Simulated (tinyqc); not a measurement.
Inside a calculation: plasmons of a degenerate electron gas in the random-phase approximation. Values are carried at full precision from step to step, so a last printed digit may differ when a step is redone from the rounded ones.

Zero temperature, parabolic band: kF = (3 pi^2 n)^(1/3), EF = c kF^2/m, Ep^2 = 8 pi c e2 n/(m eb), qTF^2 = 6 pi e2 n/(eb EF), c = hbar^2/2m0, e2 = e^2/(4 pi eps0), n in 1/angstrom^3 (1e-24 per 1/cm^3).

Constants: hbar^2/2m0 = 3.80998211 eV angstrom^2; e^2/(4 pi eps0) = 14.39964547 eV angstrom; a0 (Bohr radius) = 0.5291772105 angstrom.

Parameters, chosen for this exercise (mass and background constant near those of GaN; polar phonons, which mix with the plasmon in the real crystal, and the rise of the mass with filling are left out; shifted at random, so the results belong to these values and not to a real crystal): n = 1.6e+18 1/cm^3 (electron density); m = 0.209 m0 (mass); eb = 5.34 (background dielectric constant); q = 0.00702 1/angstrom (wave vector); E = 18.9 meV (energy transfer); qp = 0.0303 1/angstrom (wave vector of the plasmon).

## Scales of the gas

Also rs = (3/(4 pi n))^(1/3) m/(a0 eb).

kF = 0.036184 1/angstrom
EF = 23.867 meV
Ep = 44.460 meV
qTF = 0.058373 1/angstrom
hbar vF = 1.3192 eV angstrom
rs = 3.923

Ep/EF = 1.863. With rs above 1 exchange and correlation, left out here, lower the dispersion noticeably.

## The dielectric function at one point

Lindhard function: eps(q, E)/eb = 1 + (qTF/q)^2 (f1 + i f2) with z = q/(2 kF), u = E/(hbar vF q), hbar vF = 2 c kF/m; f1 = 1/2 + [h(z - u) + h(z + u)]/(8 z), h(x) = (1 - x^2) ln|(x + 1)/(x - 1)|; f2 = pi u/2 for z + u < 1, (pi/(8 z))(1 - (z - u)^2) for |z - u| < 1 < z + u, else 0. Pairs exist for c (q^2 - 2 q kF)/m < E < c (q^2 + 2 q kF)/m.

E in eV is E/1000. Give also the loss function Im(-eb/eps).

z, u: 0.0970  2.0408

f1, f2: -0.0943  0.0000

eps/eb = -5.521
loss function = 0.000

The point lies outside the pair continuum: eps is real, and there is loss only on the plasmon line eps = 0.

## The plasmon at one wave vector

Solve f1 (qTF/q)^2 = -1 above the continuum, and compare with E^2 = Ep^2 + (3/5)(hbar vF q)^2 + (c q^2/m)^2.

top of the continuum = 56.71 meV
plasmon energy = 59.56 meV
short formula = 56.71 meV

The plasmon lies 2.854 meV above the continuum and 34.0 % above Ep; the short formula errs by -4.80 %.

## Where Landau damping starts

Find qc at which the plasmon meets the top of the continuum, eps(qc, c (qc^2 + 2 qc kF)/m) = 0, and compare with Ep/(hbar vF).

qc = 0.03396 1/angstrom
qc/kF = 0.939
energy there = 65.83 meV
Ep/(hbar vF) = 0.03370 1/angstrom

The simple estimate is 0.992 times qc.

## Checks

- F-sum of the loss function at q = 1.3 qc over (pi/2) Ep^2 against 1: both 1.00.
- f1 at E = 0 and z = 0.6 against the static Lindhard function: both 0.86968.

(tinyqc, `OMP_NUM_THREADS=1 python tinyqc.py 1680629 1680630 out.jsonl`, Intel(R) Xeon(R) Processor @ 2.30GHz, 1 thread, shared host, about 0.01 s.)
